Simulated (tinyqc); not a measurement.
Inside a calculation. Method: CISD on RHF in the sto-3g basis, for Li+, spin multiplicity 1. One step of it, computed by the program tinyqc.

Question. CISD: determinants and Hamiltonian. Slater-Condon rules over spin orbitals, with the nuclear repulsion added and E(HF) subtracted on the diagonal. Only determinants linked to the reference directly or through others are kept (one block of an abelian symmetry group), so some states are absent.

one-electron integrals over orbitals h = C^T H C (hartree), lower triangle:
```
,1,2,3,4,5
1,-4.398682
2,0.179091,-0.948242
3,0.000000,0.000000,-0.877579
4,0.000000,0.000000,0.000000,-0.877579
5,0.000000,0.000000,0.000000,0.000000,-0.877579
```

Two-electron integrals over orbitals (pq|rs), unique and non-zero (hartree):
```
p,q,r,s,(pq|rs)
1,1,1,1,1.661917
2,1,1,1,-0.179091
2,1,2,1,0.029694
2,2,1,1,0.398950
2,2,2,1,-0.009460
2,2,2,2,0.282245
3,1,3,1,0.009708
3,2,3,1,0.013460
3,2,3,2,0.060914
3,3,1,1,0.396386
3,3,2,1,-0.006021
3,3,2,2,0.285613
3,3,3,3,0.312946
4,1,4,1,0.009708
4,2,4,1,0.013460
4,2,4,2,0.060914
4,3,4,3,0.016869
4,4,1,1,0.396386
4,4,2,1,-0.006021
4,4,2,2,0.285613
4,4,3,3,0.279207
4,4,4,4,0.312946
5,1,5,1,0.009708
5,2,5,1,0.013460
5,2,5,2,0.060914
5,3,5,3,0.016869
5,4,5,4,0.016869
5,5,1,1,0.396386
5,5,2,1,-0.006021
5,5,2,2,0.285613
5,5,3,3,0.279207
5,5,4,4,0.279207
5,5,5,5,0.312946
```

nuclear repulsion = 0 hartree

Hartree-Fock energy = -7.13544763 hartree

Give: determinants; H - E(HF) between determinants.

Answer.

Occupation strings over the orbitals (2 doubly, a alpha, b beta, 0 empty; spin orbitals ordered 1a 1b 2a 2b ...): 20000 ab000 ba000 02000 00200 00020 00002

H - E(HF) between determinants (hartree), lower triangle:
```
,20000,ab000,ba000,02000,00200,00020,00002
20000,0.0000
ab000,0.0000,2.1875
ba000,0.0000,-0.0297,2.1875
02000,0.0297,0.1696,-0.1696,5.5212
00200,0.0097,0.0135,-0.0135,0.0609,5.6932
00020,0.0097,0.0135,-0.0135,0.0609,0.0169,5.6932
00002,0.0097,0.0135,-0.0135,0.0609,0.0169,0.0169,5.6932
```
